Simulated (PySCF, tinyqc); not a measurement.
Inside a calculation. Method: RHF in the sto-3g basis, for BeH+, spin multiplicity 1. The lowest restricted solution is unstable here: a spin-polarised one lies 0.0687 hartree lower (PySCF). One step of it, computed by the program tinyqc.

Task: Iteration 2: DIIS coefficients. Solve [B -1; -1 0][c; lambda] = [0; -1] for the coefficients, which sum to one.

B (overlaps of the stored error matrices):
```
               1              2
1  4.0489383e-04  9.8569022e-04
2  9.8569022e-04  1.1904375e-01
```

Give: DIIS coefficients.

Result:

DIIS coefficients: 1.005  -0.005
